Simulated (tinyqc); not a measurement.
CIS and TDHF on RHF in the sto-3g basis, frozen core, for BeH2, spin multiplicity 1, step by step (part 1 of 2). Computed by tinyqc, a small Python program that keeps every step (integrals from PySCF). Settings: charge = 0, multiplicity = 1, basis = sto-3g, method = RHF, frozen orbitals = 1, energy threshold = 1e-10, iteration cap = 54, orthogonalisation = symmetric, start = Wolfsberg-Helmholz matrix, DIIS depth = 6, TDHF = 1. Command: `OMP_NUM_THREADS=1 python tinyqc.py 30079 30080 out.jsonl` (the two numbers bound the seeds that draw the settings). One thread of a shared host (Intel(R) Xeon(R) Processor @ 2.60GHz), about 0.05 s of CPU time with the checks. The early iterations of the SCF are left out here.

## One-electron integrals

Geometry (angstrom):
```
atom         x          y         z
Be    0.000000   0.000000  0.000000
H     0.000000   1.243000  0.072000
H     0.000000  -1.243000  0.072000
```

Basis sto-3g: exponents (1/bohr^2) and contraction coefficients of normalised primitives:
```
element  l (shell)   exponent  coefficient
Be           s (1)  30.167871     0.154329
Be           s (1)   5.495115     0.535328
Be           s (1)   1.487193     0.444635
Be           s (2)   1.314833    -0.099967
Be           s (2)   0.305539     0.399513
Be           s (2)   0.099371     0.700115
Be           p (3)   1.314833     0.155916
Be           p (3)   0.305539     0.607684
Be           p (3)   0.099371     0.391957
H            s (1)   3.425251     0.154329
H            s (1)   0.623914     0.535328
H            s (1)   0.168855     0.444635
```

Overlap, kinetic and nuclear-attraction integrals over the contracted functions; the nuclear repulsion is the sum of Za Zb / Rab.

nuclear repulsion = 3.61297028 hartree

overlap S:
```
           1Be 1s    1Be 2s   1Be 2px    1Be 2py   1Be 2pz     2H 1s      3H 1s
1Be 1s   1.000000  0.259517  0.000000   0.000000  0.000000  0.085715   0.085715
1Be 2s   0.259517  1.000000  0.000000   0.000000  0.000000  0.498778   0.498778
1Be 2px  0.000000  0.000000  1.000000   0.000000  0.000000  0.000000   0.000000
1Be 2py  0.000000  0.000000  0.000000   1.000000  0.000000  0.549737  -0.549737
1Be 2pz  0.000000  0.000000  0.000000   0.000000  1.000000  0.031843   0.031843
2H 1s    0.085715  0.498778  0.000000   0.549737  0.031843  1.000000   0.050834
3H 1s    0.085715  0.498778  0.000000  -0.549737  0.031843  0.050834   1.000000
```

kinetic energy T (hartree):
```
            1Be 1s     1Be 2s   1Be 2px    1Be 2py   1Be 2pz      2H 1s      3H 1s
1Be 1s    6.693975  -0.033012  0.000000   0.000000  0.000000  -0.016474  -0.016474
1Be 2s   -0.033012   0.211111  0.000000   0.000000  0.000000   0.084663   0.084663
1Be 2px   0.000000   0.000000  0.660592   0.000000  0.000000   0.000000   0.000000
1Be 2py   0.000000   0.000000  0.000000   0.660592  0.000000   0.226365  -0.226365
1Be 2pz   0.000000   0.000000  0.000000   0.000000  0.660592   0.013112   0.013112
2H 1s    -0.016474   0.084663  0.000000   0.226365  0.013112   0.760032  -0.010744
3H 1s    -0.016474   0.084663  0.000000  -0.226365  0.013112  -0.010744   0.760032
```

nuclear attraction V (hartree):
```
             1Be 1s     1Be 2s    1Be 2px    1Be 2py    1Be 2pz      2H 1s      3H 1s
1Be 1s   -15.411119  -2.119839   0.000000   0.000000  -0.002411  -0.702738  -0.702738
1Be 2s    -2.119839  -3.091556   0.000000   0.000000  -0.018498  -1.536587  -1.536587
1Be 2px    0.000000   0.000000  -2.988231   0.000000   0.000000   0.000000   0.000000
1Be 2py    0.000000   0.000000   0.000000  -3.242043   0.000000  -1.658947   1.658947
1Be 2pz   -0.002411  -0.018498   0.000000   0.000000  -2.989082  -0.098641  -0.098641
2H 1s     -0.702738  -1.536587   0.000000  -1.658947  -0.098641  -3.119734  -0.181708
3H 1s     -0.702738  -1.536587   0.000000   1.658947  -0.098641  -0.181708  -3.119734
```

core Hamiltonian H = T + V (hartree):
```
            1Be 1s     1Be 2s    1Be 2px    1Be 2py    1Be 2pz      2H 1s      3H 1s
1Be 1s   -8.717144  -2.152851   0.000000   0.000000  -0.002411  -0.719212  -0.719212
1Be 2s   -2.152851  -2.880446   0.000000   0.000000  -0.018498  -1.451924  -1.451924
1Be 2px   0.000000   0.000000  -2.327639   0.000000   0.000000   0.000000   0.000000
1Be 2py   0.000000   0.000000   0.000000  -2.581451   0.000000  -1.432582   1.432582
1Be 2pz  -0.002411  -0.018498   0.000000   0.000000  -2.328490  -0.085529  -0.085529
2H 1s    -0.719212  -1.451924   0.000000  -1.432582  -0.085529  -2.359702  -0.192452
3H 1s    -0.719212  -1.451924   0.000000   1.432582  -0.085529  -0.192452  -2.359702
```

## Two-electron integrals

Functions are numbered as in S; the eight-fold symmetry (ij|kl) = (ji|kl) = (kl|ij) leaves the list below.

Two-electron integrals (ij|kl) in chemists' order, unique and non-zero (hartree):
```
(11|11) 2.298831    (21|11) 0.392036    (21|21) 0.079539    (22|11) 0.570988
(22|21) 0.143041    (22|22) 0.417683    (31|31) 0.014607    (32|31) 0.021888
(32|32) 0.092265    (33|11) 0.569578    (33|21) 0.143083    (33|22) 0.417589
(33|33) 0.449859    (41|41) 0.014607    (42|41) 0.021888    (42|42) 0.092265
(43|43) 0.024249    (44|11) 0.569578    (44|21) 0.143083    (44|22) 0.417589
(44|33) 0.401360    (44|44) 0.449859    (51|51) 0.014607    (52|51) 0.021888
(52|52) 0.092265    (53|53) 0.024249    (54|54) 0.024249    (55|11) 0.569578
(55|21) 0.143083    (55|22) 0.417589    (55|33) 0.401360    (55|44) 0.401360
(55|55) 0.449859    (61|11) 0.128722    (61|21) 0.026064    (61|22) 0.047097
(61|33) 0.046748    (61|41) 0.002367    (61|42) 0.004362    (61|44) 0.047815
(61|51) 0.000137    (61|52) 0.000253    (61|54) 0.000062    (61|55) 0.046752
(61|61) 0.008978    (62|11) 0.255556    (62|21) 0.064654    (62|22) 0.199162
(62|33) 0.192303    (62|41) 0.008500    (62|42) 0.047584    (62|44) 0.212634
(62|51) 0.000492    (62|52) 0.002756    (62|54) 0.001178    (62|55) 0.192371
(62|61) 0.023332    (62|62) 0.130951    (63|31) 0.006603    (63|32) 0.029086
(63|43) 0.008731    (63|53) 0.000506    (63|63) 0.013731    (64|11) 0.254999
(64|21) 0.065410    (64|22) 0.211533    (64|33) 0.199120    (64|41) 0.014070
(64|42) 0.074943    (64|44) 0.236071    (64|51) 0.000433    (64|52) 0.002656
(64|54) 0.001635    (64|55) 0.199185    (64|61) 0.024946    (64|62) 0.159620
(64|64) 0.203718    (65|11) 0.014771    (65|21) 0.003789    (65|22) 0.012253
(65|33) 0.011534    (65|41) 0.000433    (65|42) 0.002656    (65|44) 0.012663
(65|51) 0.006628    (65|52) 0.029240    (65|54) 0.008796    (65|55) 0.012549
(65|61) 0.001445    (65|62) 0.009246    (65|64) 0.011005    (65|65) 0.014368
(66|11) 0.419175    (66|21) 0.108068    (66|22) 0.367528    (66|33) 0.341141
(66|41) 0.018489    (66|42) 0.126276    (66|44) 0.419696    (66|51) 0.001071
(66|52) 0.007314    (66|54) 0.004550    (66|55) 0.341404    (66|61) 0.040488
(66|62) 0.294528    (66|64) 0.384350    (66|65) 0.022263    (66|66) 0.774606
(71|11) 0.128722    (71|21) 0.026064    (71|22) 0.047097    (71|33) 0.046748
(71|41) -0.002367   (71|42) -0.004362   (71|44) 0.047815    (71|51) 0.000137
(71|52) 0.000253    (71|54) -0.000062   (71|55) 0.046752    (71|61) 0.008167
(71|62) 0.019705    (71|64) 0.018996    (71|65) 0.001224    (71|66) 0.032227
(71|71) 0.008978    (72|11) 0.255556    (72|21) 0.064654    (72|22) 0.199162
(72|33) 0.192303    (72|41) -0.008500   (72|42) -0.047584   (72|44) 0.212634
(72|51) 0.000492    (72|52) 0.002756    (72|54) -0.001178   (72|55) 0.192371
(72|61) 0.019705    (72|62) 0.074880    (72|64) 0.070788    (72|65) 0.005195
(72|66) 0.126731    (72|71) 0.023332    (72|72) 0.130951    (73|31) 0.006603
(73|32) 0.029086    (73|43) -0.008731   (73|53) 0.000506    (73|63) 0.006592
(73|73) 0.013731    (74|11) -0.254999   (74|21) -0.065410   (74|22) -0.211533
(74|33) -0.199120   (74|41) 0.014070    (74|42) 0.074943    (74|44) -0.236071
(74|51) -0.000433   (74|52) -0.002656   (74|54) 0.001635    (74|55) -0.199185
(74|61) -0.018996   (74|62) -0.070788   (74|64) -0.062484   (74|65) -0.004823
(74|66) -0.115870   (74|71) -0.024946   (74|72) -0.159620   (74|74) 0.203718
(75|11) 0.014771    (75|21) 0.003789    (75|22) 0.012253    (75|33) 0.011534
(75|41) -0.000433   (75|42) -0.002656   (75|44) 0.012663    (75|51) 0.006628
(75|52) 0.029240    (75|54) -0.008796   (75|55) 0.012549    (75|61) 0.001224
(75|62) 0.005195    (75|64) 0.004823    (75|65) 0.006944    (75|66) 0.009061
(75|71) 0.001445    (75|72) 0.009246    (75|74) -0.011005   (75|75) 0.014368
(76|11) 0.032834    (76|21) 0.008097    (76|22) 0.022553    (76|33) 0.022169
(76|44) 0.023290    (76|51) 0.000117    (76|52) 0.000535    (76|55) 0.022189
(76|61) 0.002680    (76|62) 0.011048    (76|64) 0.011935    (76|65) 0.000849
(76|66) 0.020969    (76|71) 0.002680    (76|72) 0.011048    (76|74) -0.011935
(76|75) 0.000849    (76|76) 0.001248    (77|11) 0.419175    (77|21) 0.108068
(77|22) 0.367528    (77|33) 0.341141    (77|41) -0.018489   (77|42) -0.126276
(77|44) 0.419696    (77|51) 0.001071    (77|52) 0.007314    (77|54) -0.004550
(77|55) 0.341404    (77|61) 0.032227    (77|62) 0.126731    (77|64) 0.115870
(77|65) 0.009061    (77|66) 0.212755    (77|71) 0.040488    (77|72) 0.294528
(77|74) -0.384350   (77|75) 0.022263    (77|76) 0.020969    (77|77) 0.774606
```

## Orthogonalisation

S = U s U^T; symmetric (Loewdin) form X = U s^(-1/2) U^T, so that X^T S X = 1.

eigenvalues of S: 0.196722  0.302010  0.925235  1.000000  1.003190  1.752444  1.820399

X:
```
            1Be 1s     1Be 2s   1Be 2px    1Be 2py    1Be 2pz      2H 1s      3H 1s
1Be 1s    1.028045  -0.151681  0.000000   0.000000  -0.001009   0.013469   0.013469
1Be 2s   -0.151681   1.319243  0.000000   0.000000   0.018417  -0.362451  -0.362451
1Be 2px   0.000000   0.000000  1.000000   0.000000   0.000000   0.000000   0.000000
1Be 2py   0.000000   0.000000  0.000000   1.480517   0.000000  -0.529770   0.529770
1Be 2pz  -0.001009   0.018417  0.000000   0.000000   1.001159  -0.022877  -0.022877
2H 1s     0.013469  -0.362451  0.000000  -0.529770  -0.022877   1.389954  -0.139550
3H 1s     0.013469  -0.362451  0.000000   0.529770  -0.022877  -0.139550   1.389954
```

## Iteration 7 (converged): orbitals

converged F (hartree):
```
            1Be 1s     1Be 2s   1Be 2px    1Be 2py    1Be 2pz      2H 1s      3H 1s
1Be 1s   -4.513654  -1.288290  0.000000   0.000000   0.001214  -0.436492  -0.436492
1Be 2s   -1.288290  -0.651333  0.000000   0.000000  -0.015431  -0.455975  -0.455975
1Be 2px   0.000000   0.000000  0.209257   0.000000   0.000000   0.000000   0.000000
1Be 2py   0.000000   0.000000  0.000000  -0.275946   0.000000  -0.345151   0.345151
1Be 2pz   0.001214  -0.015431  0.000000   0.000000   0.208090  -0.016447  -0.016447
2H 1s    -0.436492  -0.455975  0.000000  -0.345151  -0.016447  -0.357343  -0.073529
3H 1s    -0.436492  -0.455975  0.000000   0.345151  -0.016447  -0.073529  -0.357343
```

Diagonalise F' = X^T F X, C = X C', fill 3 alpha and 3 beta electrons from the bottom; D = 2 C_occ C_occ^T. Each column has its largest component positive (the first on a tie).

F' = X^T F X (hartree):
```
           1          2         3          4          5          6          7
1  -4.404193  -0.677701  0.000000   0.000000   0.002269  -0.093270  -0.093270
2  -0.677701  -0.059170  0.000000   0.000000   0.007131  -0.362870  -0.362870
3   0.000000   0.000000  0.209257   0.000000   0.000000   0.000000   0.000000
4   0.000000   0.000000  0.000000   0.318691   0.000000  -0.528913   0.528913
5   0.002269   0.007131  0.000000   0.000000   0.209607  -0.021049  -0.021049
6  -0.093270  -0.362870  0.000000  -0.528913  -0.021049   0.138674  -0.161169
7  -0.093270  -0.362870  0.000000   0.528913  -0.021049  -0.161169   0.138674
```

orbital energies (hartree): MO1 -4.517152, MO2 -0.472550, MO3 -0.438788, MO4 0.207861, MO5 0.209257, MO6 0.505590, MO7 1.057322

coefficients C:
```
               MO1        MO2        MO3        MO4       MO5        MO6        MO7
1Be 1s    0.991745  -0.232229   0.000000   0.022911  0.000000  -0.205509   0.000000
1Be 2s    0.031371   0.535666   0.000000  -0.107864  0.000000   1.314128   0.000000
1Be 2px   0.000000   0.000000   0.000000   0.000000  1.000000   0.000000   0.000000
1Be 2py   0.000000   0.000000   0.507171   0.000000  0.000000   0.000000   1.579880
1Be 2pz  -0.000059   0.014189   0.000000   0.994405  0.000000   0.121095   0.000000
2H 1s    -0.001731   0.396574   0.397317   0.041615  0.000000  -0.868807  -1.136876
3H 1s    -0.001731   0.396574  -0.397317   0.041615  0.000000  -0.868807   1.136876
```

D after iteration 7:
```
            1Be 1s     1Be 2s   1Be 2px    1Be 2py    1Be 2pz      2H 1s      3H 1s
1Be 1s    2.074977  -0.186570  0.000000   0.000000  -0.006707  -0.187627  -0.187627
1Be 2s   -0.186570   0.575845  0.000000   0.000000   0.015197   0.424754   0.424754
1Be 2px   0.000000   0.000000  0.000000   0.000000   0.000000   0.000000   0.000000
1Be 2py   0.000000   0.000000  0.000000   0.514445   0.000000   0.403016  -0.403016
1Be 2pz  -0.006707   0.015197  0.000000   0.000000   0.000403   0.011254   0.011254
2H 1s    -0.187627   0.424754  0.000000   0.403016   0.011254   0.630270  -0.001174
3H 1s    -0.187627   0.424754  0.000000  -0.403016   0.011254  -0.001174   0.630270
```

## Convergence

Stop when the energy changes by less than 1e-10 hartree and every element of the error matrix X^T (F D S - S D F) X is below 3e-06.

Course of the cycle:
```
iteration   E (hartree)     change  largest element of the error matrix
1          -15.55052430          -                             1.20e-01
2          -15.55890545  -8.38e-03                             1.14e-02
3          -15.55907182  -1.66e-04                             1.01e-03
4          -15.55907608  -4.26e-06                             1.02e-04
5          -15.55907611  -3.27e-08                             5.57e-06
6          -15.55907611  -1.32e-10                             1.29e-07
7          -15.55907611  -2.84e-14                             2.30e-09
```

PySCF RHF in the same basis = -15.55907611 hartree

Converged in 7 iterations.

## Integrals over molecular orbitals

(pq|rs) = sum C_ip C_jq C_kr C_ls (ij|kl), one index at a time.

one-electron integrals over orbitals h = C^T H C (hartree):
```
           1          2          3          4          5          6          7
1  -8.705374   0.234982   0.000000  -0.025368   0.000000   0.182670   0.000000
2   0.234982  -2.535221   0.000000  -0.001145   0.000000  -0.137481   0.000000
3   0.000000   0.000000  -2.502961   0.000000   0.000000   0.000000  -0.257017
4  -0.025368  -0.001145   0.000000  -2.325767   0.000000  -0.025565   0.000000
5   0.000000   0.000000   0.000000   0.000000  -2.327639   0.000000   0.000000
6   0.182670  -0.137481   0.000000  -0.025565   0.000000  -1.919326   0.000000
7   0.000000   0.000000  -0.257017   0.000000   0.000000   0.000000  -1.753238
```

Two-electron integrals over orbitals (pq|rs), unique and non-zero (hartree); the lowest 1 orbital is frozen and left out:
```
(22|22) 0.408737    (32|32) 0.165839    (33|22) 0.422021    (33|33) 0.444888
(42|22) 0.006193    (42|33) 0.005411    (42|42) 0.050407    (43|32) 0.005186
(43|43) 0.015793    (44|22) 0.375048    (44|33) 0.364174    (44|42) -0.011627
(44|44) 0.451005    (52|52) 0.050508    (53|53) 0.015529    (54|52) -0.004379
(54|54) 0.024609    (55|22) 0.375741    (55|33) 0.364442    (55|42) -0.002985
(55|44) 0.401225    (55|55) 0.449859    (62|22) -0.028812   (62|33) -0.051317
(62|42) -0.000875   (62|44) 0.044472    (62|55) 0.045569    (62|62) 0.075905
(63|32) -0.096336   (63|43) -0.004220   (63|63) 0.082891    (64|22) 0.002659
(64|33) -0.000585   (64|42) 0.046091    (64|44) -0.003863   (64|55) 0.002267
(64|62) 0.009235    (64|64) 0.049520    (65|52) 0.047461    (65|54) -0.003164
(65|65) 0.050835    (66|22) 0.405838    (66|33) 0.416290    (66|42) 0.013070
(66|44) 0.370766    (66|55) 0.372585    (66|62) -0.037655   (66|64) 0.008533
(66|66) 0.420813    (72|32) -0.046809   (72|43) -0.005637   (72|63) 0.060849
(72|72) 0.056479    (73|22) -0.009870   (73|33) -0.024418   (73|42) -0.008380
(73|44) 0.054025    (73|55) 0.053798    (73|62) 0.070463    (73|64) 0.002427
(73|66) -0.030671   (73|73) 0.080705    (74|32) -0.014309   (74|43) 0.013515
(74|63) 0.008204    (74|72) 0.001904    (74|74) 0.017700    (75|53) 0.013874
(75|75) 0.016254    (76|32) 0.142833    (76|43) 0.006049    (76|63) -0.096984
(76|72) -0.059270   (76|74) -0.012305   (76|76) 0.140985    (77|22) 0.438911
(77|33) 0.458387    (77|42) 0.000915    (77|44) 0.396345    (77|55) 0.395757
(77|62) -0.044917   (77|64) -0.004132   (77|66) 0.444915    (77|73) -0.018632
(77|77) 0.501779
```

## CIS matrix, singlets

A(ia,jb) = (e_a - e_i) d_ij d_ab + 2 (ia|jb) - (ij|ab).

CIS matrix A, singlet (hartree):
```
           2>4       2>5        2>6        2>7        3>4       3>5        3>6        3>7
2>4   0.406177  0.000000  -0.004409   0.000000   0.000000  0.000000   0.000000  -0.002450
2>5   0.000000  0.407083   0.000000   0.000000   0.000000  0.000000   0.000000   0.000000
2>6  -0.004409  0.000000   0.724113   0.000000   0.000000  0.000000   0.000000  -0.001907
2>7   0.000000  0.000000   0.000000   1.203918   0.003035  0.000000  -0.021135   0.000000
3>4   0.000000  0.000000   0.000000   0.003035   0.314062  0.000000  -0.007856   0.000000
3>5   0.000000  0.000000   0.000000   0.000000   0.000000  0.314661   0.000000   0.000000
3>6   0.000000  0.000000   0.000000  -0.021135  -0.007856  0.000000   0.693870   0.000000
3>7  -0.002450  0.000000  -0.001907   0.000000   0.000000  0.000000   0.000000   1.199133
```

## CIS singlet states

dipole integrals <i|r|a> (bohr):
```
            x          y          z
2>4  0.000000   0.000000   0.965466
2>5  0.967311   0.000000   0.000000
2>6  0.000000   0.000000   0.037279
2>7  0.000000  -0.534159   0.000000
3>4  0.000000   0.030917   0.000000
3>5  0.000000   0.000000   0.000000
3>6  0.000000  -1.038367   0.000000
3>7  0.000000   0.000000  -0.111934
```

Diagonalise A (1 hartree = 27.211386 eV); each vector has its largest component positive (the first on a tie). The transition dipole is mu = sqrt2 sum c_ia <i|r|a>.

singlet excitation energies (eV): 8.541443  8.562369  11.050760  11.077285  18.861668  19.705580  32.630490  32.784425

lowest vectors:
```
       state 1   state 2   state 3   state 4    state 5    state 6
2>4   0.000000  0.000000  0.999899  0.000000   0.000000  -0.013895
2>5   0.000000  0.000000  0.000000  1.000000   0.000000   0.000000
2>6   0.000000  0.000000  0.013883  0.000000   0.000000   0.999896
2>7  -0.002922  0.000000  0.000000  0.000000   0.041456   0.000000
3>4   0.999785  0.000000  0.000000  0.000000  -0.020368   0.000000
3>5   0.000000  1.000000  0.000000  0.000000   0.000000   0.000000
3>6   0.020507  0.000000  0.000000  0.000000   0.998933   0.000000
3>7   0.000000  0.000000  0.003123  0.000000   0.000000   0.003944
```

oscillator strengths 2/3 w |mu|^2: 0.000052  0.000000  0.504797  0.507871  1.038500  0.000530

## TDHF (RPA) singlet states

B(ia,jb) = 2 (ia|jb) - (ib|ja); the squared energies are the eigenvalues of (A - B)(A + B); 1 hartree = 27.211386 eV.

TDHF matrix B, singlet (hartree):
```
           2>4       2>5        2>6        2>7        3>4       3>5        3>6        3>7
2>4   0.050407  0.000000  -0.000875   0.000000   0.000000  0.000000   0.000000  -0.011123
2>5   0.000000  0.050508   0.000000   0.000000   0.000000  0.000000   0.000000   0.000000
2>6  -0.000875  0.000000   0.075905   0.000000   0.000000  0.000000   0.000000   0.080076
2>7   0.000000  0.000000   0.000000   0.056479  -0.002894  0.000000   0.051235   0.000000
3>4   0.000000  0.000000   0.000000  -0.002894   0.015793  0.000000  -0.004220   0.000000
3>5   0.000000  0.000000   0.000000   0.000000   0.000000  0.015529   0.000000   0.000000
3>6   0.000000  0.000000   0.000000   0.051235  -0.004220  0.000000   0.082891   0.000000
3>7  -0.011123  0.000000   0.080076   0.000000   0.000000  0.000000   0.000000   0.080705
```

squared energies w^2 (hartree^2): 0.098276  0.098771  0.162339  0.163165  0.470960  0.513539  1.423531  1.445698

TDHF energies from the positive w^2 (eV): 8.530477  8.551935  10.963833  10.991691  18.674224  19.500117  32.466399  32.718207
